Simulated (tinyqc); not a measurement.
What a faster ramp buys: rapid thermal processing of a wafer: radiative balance, ramp and cooling, pattern effects, pyrometer error and spike budget. Computed by tinyqc, a small Python program. Command: `OMP_NUM_THREADS=1 python tinyqc.py 3110110 3110111 out.jsonl rtp walk`. One thread of a shared host (Intel(R) Xeon(R) Processor @ 2.30GHz), about 0.04 s of CPU time with the checks.

The wafer is opaque and uniform through its thickness unless said otherwise; temperatures in formulas are in kelvin (C + 273.15). sigma = 5.670374419e-12 W/(cm^2 K^4).

Inputs (values chosen for the exercise, modelled on a hot silicon wafer): wafer thickness d = 525 micrometre; heat capacity per volume C = 2.16 J/(cm^3 K); thermal conductivity k = 0.28 W/(cm K); emissivity eps of each face = 0.68; reflectivity of the chamber walls r = 0.51; gas heat-transfer coefficient h, both faces together = 1.5 mW/(cm^2 K); wall temperature T_w = 500 K; process temperature = 793 C; starting temperature = 550 C; ramp rate = 82 K/s; activation energy of the process E_a = 2 eV.

Constants: k_B = 8.617333262e-05 eV/K.

Method:
- Effective emissivity between parallel grey plates: eps_eff = 1/(1/eps + 1/(1 - r) - 1). Loss per area q(T) = 2 eps_eff sigma (T^4 - T_w^4) + h (T - T_w).
- Absorbed power during a ramp = q(T) + C d x ramp rate; thermal time constant tau = C d/(dq/dT), dq/dT = 8 eps_eff sigma T^3 + h; natural cooling rate q/(C d); front-to-back difference under one-sided heating at the end of the ramp = (absorbed power) d/(2 k).
- Cooling with the lamps off: C d dT/dt = -q(T), integrated adaptively (relative tolerance 1e-10).
- Spike anneal: linear ramp to the peak, then lamps off. Equivalent time at the peak = int exp(-(E_a/k_B)(1/T - 1/T_peak)) dt; estimate (k_B T^2/E_a)(1/ramp rate + 1/cooling rate). The ramp part uses 4000 trapezoid steps, the cooling part 4000 steps over 4 tau.

time constant tau = 4.84829 s

holding power q = 6.40142 W/cm^2

natural cooling rate = 56.4499 K/s

Against the ramp rate:
```
ramp (K/s)  ramp part (s)  cooling part (s)  total (s)  power at the peak (W/cm^2)
10                 4.4959           0.94734     5.4432                        7.54
25                 1.7983           0.94734     2.7457                        9.24
50                 0.8992           0.94734     1.8465                       12.07
100                0.4496           0.94734     1.3969                       17.74
250                0.1798           0.94734     1.1272                       34.75
500                0.0899           0.94734     1.0373                       63.10
1000               0.0450           0.94734     0.9923                      119.80
```

What follows from these numbers?

From 10 to 100 K/s the total falls by a factor 3.9, from 100 to 1000 K/s by 1.41: the cooling part, 0.947 s, is a floor, and the natural cooling rate here is 56.4 K/s.

Extremes, crossings and ranges named in words are read from the listed rows.
